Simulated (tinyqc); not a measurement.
What moves the results: donor level screened by free carriers (Yukawa potential). A value that a table varies takes the place of the one given here.

Potential -(q/(eps r)) exp(-ks r), q = e^2/(4 pi eps0). In units Ry* = Ry m/eps^2 and a* = a0 eps/m the problem is [-Laplacian - 2 exp(-x r)/r] psi = E psi with x = ks a*.

Converged values use 18 functions exp(-z r), z = 1.55^i, i = -11 to 6: S = 2/A^3, H = z_i z_j S - 2/(A + x)^2, A = z_i + z_j.

Screening wave number: Debye ks^2 = 4 pi q n/(eps kB T); Thomas-Fermi ks^2 = 6 pi q n/(eps EF) with EF = c (3 pi^2 n/gv)^(2/3)/m, c = hbar^2/2m0; the two are joined by 1/ks^2 = sqrt(1/ks_D^4 + 1/ks_TF^4). 1e18/cm^3 = 1e-6/angstrom^3, q = e^2/(4 pi eps0).

Constants: e^2/(4 pi eps0) = 14.39964547 eV angstrom; kB = 8.617333262e-05 eV/K; hbar^2/2m0 = 3.80998211 eV angstrom^2; Ry = 13.60569312 eV; a0 (Bohr radius) = 0.5291772105 angstrom.

Values chosen for the exercise (near those of a donor in GaAs, with one mean mass; not measured data): xs = (0.03, 0.19, 0.28, 0.52, 0.72, 0.83, 1.09) (values of x); m = 0.065 m0 (mass); eps = 13.1 (dielectric constant); gv = 1 (valleys); T = 77 K (temperature); nl = (0.00019, 0.00065, 0.0019, 0.0065, 0.019, 0.065, 0.19) x 1e18/cm^3 (densities); n = 0.0065 x 1e18/cm^3 (free-carrier density).

## Towards the loss of the bound state

First order (-1 + 2x), one-parameter (minimum of z^2 - 8 z^3/(2z + x)^2) and converged 1s energies in Ry*, and the mean radius in a*; a dash marks an unbound result.

Results:
```
x     first order  trial function  converged   <r>
0.03      -0.9400         -0.9413    -0.9413  1.50
0.19      -0.6200         -0.6685    -0.6686  1.55
0.28      -0.4400         -0.5408    -0.5413  1.59
0.52            -         -0.2745    -0.2782  1.83
0.72            -         -0.1223    -0.1317  2.26
0.83            -         -0.0621    -0.0758  2.69
1.09            -               -    -0.0056  7.54
```

How do the results move?

First order loses the state at x = 0.5, the trial function reaches zero energy at x = 1.00, and the exact limit is 1.19. The radius starts at 1.5 a*, grows slowly at first (1.59 at x = 0.28), then steadily, and swells towards the end (7.5 at 1.09), where a single exponential fails: the binding vanishes as the square of the distance from 1.19.

## Binding against carrier density

Ry* = 5.1534 meV
a* = 106.650 angstrom

x from the joined ks; converged 1s binding (dash: x above 1.17, at or past the limit 1.19 where the state unbinds).

Results:
```
n (1e18/cm^3)  EF/kB T  1/ks (angstrom)      x  binding (meV)  n^(1/3) a*
0.00019           0.03           1590.2  0.067           4.50       0.061
0.00065           0.06            860.1  0.124           3.99       0.092
0.0019            0.13            503.8  0.212           3.28       0.132
0.0065            0.29            274.4  0.389           2.11       0.199
0.019             0.60            165.1  0.646           0.92       0.285
0.065             1.37            100.0  1.067           0.04       0.429
0.19              2.79             73.1  1.459              -       0.613
```

How do the results move?

The binding falls from 4.5 to 0.0 meV (bare value 5.2); it passes half the bare value between 0.0019 and 0.0065 x 1e18/cm^3. The level is unbound, or bound by less than 0.001 Ry*, from 0.19 x 1e18/cm^3 on; as the density rises, it is lost by the time n^(1/3) a* reaches 0.61. x grows with exponent 0.50 in n at the start and 0.29 at the end (1/2 for Debye, 1/6 for Thomas-Fermi screening). The level survives to n^(1/3) a* = 0.43, past the 0.26 of the Mott rule, which corresponds to x = 1 for one valley with degenerate screening; here the level lasts until x = 1.19, the screening is at most the degenerate value, and overlap of donors is left out.

## What each parameter does

Ry* = Ry m/eps^2, a* = a0 eps/m, x = ks a* with the joined ks; converged binding. Each row changes one parameter from the base and keeps the others.

Results:
```
case                     1/ks (angstrom)      x  binding in Ry*  binding (meV)
base                               274.4  0.389           0.409           2.11
n = 0.00975 x 1e18/cm^3            225.5  0.473           0.322           1.66
T = 137 K                          363.7  0.293           0.524           2.70
m = 0.073 m0                       273.9  0.347           0.458           2.65
eps = 12.1                         263.8  0.373           0.426           2.58
gv = 2                             272.9  0.391           0.407           2.10
```

How do the results move?

The largest shifts from the base row, up to three for each result and ties (the steps differ in size, so this ranks the rows, not the parameters). 1/ks (angstrom): T +89.3, n -48.9, eps -10.7. x: T -0.095, n +0.084, m -0.042. binding in Ry*: T +0.115, n -0.087, m +0.048. binding (meV): T +0.59, m +0.54, eps +0.47.

Run: tinyqc, `OMP_NUM_THREADS=1 python tinyqc.py 1281526 1281527 out.jsonl`; Intel(R) Xeon(R) Processor @ 2.30GHz, one thread, shared host; about 0.01 s of CPU time with all checks.
